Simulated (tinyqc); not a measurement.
# Inputs raised by 2 %, one at a time

Model: rapid thermal processing of a wafer: radiative balance, ramp and cooling, pattern effects, pyrometer error and spike budget. Computed by tinyqc, a small Python program. Command: `OMP_NUM_THREADS=1 python tinyqc.py 3111775 3111776 out.jsonl rtp sens`. One thread of a shared host (Intel(R) Xeon(R) Processor @ 2.30GHz), about 0.09 s of CPU time with the checks.

The wafer is opaque and uniform through its thickness unless said otherwise; temperatures in formulas are in kelvin (C + 273.15). sigma = 5.670374419e-12 W/(cm^2 K^4).

Inputs (values chosen for the exercise, modelled on a hot silicon wafer):

| quantity | value | unit |
|---|---|---|
| wafer thickness d | 625 | micrometre |
| heat capacity per volume C | 2.04 | J/(cm^3 K) |
| thermal conductivity k | 0.24 | W/(cm K) |
| emissivity eps of each face | 0.61 | - |
| reflectivity of the chamber walls r | 0.81 | - |
| gas heat-transfer coefficient h, both faces together | 6.2 | mW/(cm^2 K) |
| wall temperature T_w | 300 | K |
| process temperature | 979 | C |
| starting temperature | 550 | C |
| ramp rate | 140 | K/s |
| relative change of absorptivity over a pattern | 5.2 | % |
| period of the pattern | 8.3 | mm |
| pyrometer wavelength | 4.5 | micrometre |
| error of the assumed emissivity | 11 | % |
| activation energy of the process E_a | 3.66 | eV |

Constants: k_B = 8.617333262e-05 eV/K; h = 6.62607015e-34 J s; c = 299792458 m/s; k_B = 1.380649e-23 J/K.

Method:
- Effective emissivity between parallel grey plates: eps_eff = 1/(1/eps + 1/(1 - r) - 1). Loss per area q(T) = 2 eps_eff sigma (T^4 - T_w^4) + h (T - T_w).
- Absorbed power during a ramp = q(T) + C d x ramp rate; thermal time constant tau = C d/(dq/dT), dq/dT = 8 eps_eff sigma T^3 + h; natural cooling rate q/(C d); front-to-back difference under one-sided heating at the end of the ramp = (absorbed power) d/(2 k).
- At steady state a sinusoidal change of absorbed power of relative amplitude a and period p gives the temperature amplitude a q/(dq/dT + k d (2 pi/p)^2); healing length l = sqrt(k d/(dq/dT)); process change = E_a dT/(k_B T^2). Emissivity is taken as unchanged.
- Signal proportional to eps/(exp(c2/(lambda T)) - 1), c2 = h c/k_B. If the assumed emissivity is too high by the given error, the reading T' solves (1 + error)/(exp(c2/(lambda T')) - 1) = 1/(exp(c2/(lambda T)) - 1). Wien estimate: T' - T = -lambda T^2 ln(1 + error)/c2. Process rates go as exp(-E_a/(k_B T)).

Runs:

| input moved | from | to | holding power q (W/cm^2) | time constant tau (s) | amplitude (K) | reading less true temperature (K) |
|---|---|---|---|---|---|---|
| base run | - | - | 10.611 | 5.9893 | 0.62638 | -45.652 |
| wafer thickness d (micrometre) | 625 | 637.5 | 10.611 | 6.1090 | 0.61439 | -45.652 |
| emissivity eps of each face | 0.61 | 0.6222 | 10.637 | 5.9661 | 0.62784 | -45.652 |
| gas heat-transfer coefficient h, both faces together (mW/(cm^2 K)) | 6.2 | 6.324 | 10.729 | 5.9546 | 0.63326 | -45.652 |
| ramp rate (K/s) | 140 | 142.8 | 10.611 | 5.9893 | 0.62638 | -45.652 |
| period of the pattern (mm) | 8.3 | 8.466 | 10.611 | 5.9893 | 0.65105 | -45.652 |
| thermal conductivity k (W/(cm K)) | 0.24 | 0.2448 | 10.611 | 5.9893 | 0.61439 | -45.652 |
| error of the assumed emissivity (%) | 11 | 11.22 | 10.611 | 5.9893 | 0.62638 | -46.490 |

Exponents ln(y'/y) / ln(x'/x):

| input | holding power q | time constant tau | amplitude | reading less true temperature |
|---|---|---|---|---|
| wafer thickness d | 0.000 | 1.000 | -0.976 | 0.000 |
| emissivity eps of each face | 0.123 | -0.196 | 0.118 | 0.000 |
| gas heat-transfer coefficient h, both faces together | 0.559 | -0.293 | 0.552 | 0.000 |
| ramp rate | 0.000 | 0.000 | 0.000 | 0.000 |
| period of the pattern | 0.000 | 0.000 | 1.951 | 0.000 |
| thermal conductivity k | 0.000 | 0.000 | -0.976 | 0.000 |
| error of the assumed emissivity | 0.000 | 0.000 | 0.000 | 0.918 |

Among the inputs moved here: holding power q answers most in size to gas heat-transfer coefficient h, both faces together (exponent +0.559), next to emissivity eps of each face (+0.123); its exponent is below 0.0005 for wafer thickness d, ramp rate, period of the pattern, thermal conductivity k, error of the assumed emissivity. Time constant tau answers most in size to wafer thickness d (exponent +1.000), next to gas heat-transfer coefficient h, both faces together (-0.293); its exponent is below 0.0005 for ramp rate, period of the pattern, thermal conductivity k, error of the assumed emissivity. Its exponent +1.000 in wafer thickness d: thermal mass. Amplitude answers most in size to period of the pattern (exponent +1.951), next to wafer thickness d (-0.976); its exponent is below 0.0005 for ramp rate, error of the assumed emissivity. Its exponent +1.951 in period of the pattern: conduction smooths short periods. Reading less true temperature answers most in size to error of the assumed emissivity (exponent +0.918); its exponent is below 0.0005 for wafer thickness d, emissivity eps of each face, gas heat-transfer coefficient h, both faces together, ramp rate, period of the pattern, thermal conductivity k.

Caution (all rows): below about 600 C lightly doped silicon is partly transparent at this wavelength, so its emissivity is not yet the hot value early in the ramp.
